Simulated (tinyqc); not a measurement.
Thin-film optics by transfer matrices, step by step. Values are carried at full precision from step to step, so a last printed digit may differ when a step is redone from the rounded ones.

Indices N = n + i k. Snell: N0 sin(theta) = N_j sin(theta_j), with Im(N_j cos theta_j) >= 0. Admittance y_j = N_j cos theta_j for s and N_j/cos theta_j for p. Phase delta_j = 2 pi N_j cos theta_j d_j/lambda. Layer matrix [[cos delta, -i sin delta/y], [-i y sin delta, cos delta]], multiplied from the top down to M. (B, C) = M (1, y_sub); r = (y0 B - C)/(y0 B + C), R = |r|^2, T = 4 Re y0 Re y_sub/|y0 B + C|^2, absorbed in the films 1 - R - T.

Values chosen for the exercise (indices near those of Si3N4, SiO2 on polySi; the results hold for these values, not for the real material): lam = 365 nm (vacuum wavelength); n0 = 1 (ambient index); n = (2.094, 1.478, 4.992) (n of Si3N4, SiO2, substrate); k = (0, 0, 2.566) (k in the same order); d = (11.8, 46) nm (thicknesses, top first); theta = 65 degrees (angle of incidence); pol = p (polarisation).

## Angles, admittances and phases

Form cos theta_j, y_j and delta_j.

cos theta_j: ambient 0.4226, film 1 0.9015, film 2 0.7899, substrate 0.9924+0.0107i

y_j: ambient 2.3662, film 1 2.3228, film 2 1.8711, substrate 5.0573+2.5311i

delta_j (rad): film 1 0.3834, film 2 0.9245

## Layer matrices and their product

Form each matrix and multiply from the top down.

matrix of film 1:
```
          1         2
1    0.9274  -0.1611i
2  -0.8690i    0.9274
```

matrix of film 2:
```
          1         2
1    0.6022  -0.4267i
2  -1.4937i    0.6022
```

M:
```
          1         2
1    0.3179  -0.4927i
2  -1.9086i    0.1877
```

Each matrix has determinant 1, and so has M.

## Reflection and transmission

Close the stack on the substrate.

B, C: 1.5650-2.4916i  0.9493-1.4334i

r = 0.6040-0.0077i
R = 0.3648
T into the substrate = 0.6352
absorbed in the films = 0.0000

The bare substrate would reflect 0.2219.

## Ellipsometric angles

Ellipsometry: rho = tan(Psi) exp(i Delta) = -conj(r_p/r_s) with the r of the admittance formula, Delta in 0 to 360 degrees, so that a bare dielectric at small angles gives Delta = 180.

Repeat the steps for both polarisations.

r_s = 0.2351+0.1105i
r_p = 0.6040-0.0077i
Psi = 66.73 degrees
Delta = 205.90 degrees

## Checks

- R against the recursion of Airy sums from the substrate up: both 0.36484.

tinyqc: `OMP_NUM_THREADS=1 python tinyqc.py 1681264 1681265 out.jsonl`; about 0.01 s, one thread, shared Intel(R) Xeon(R) Processor @ 2.30GHz.
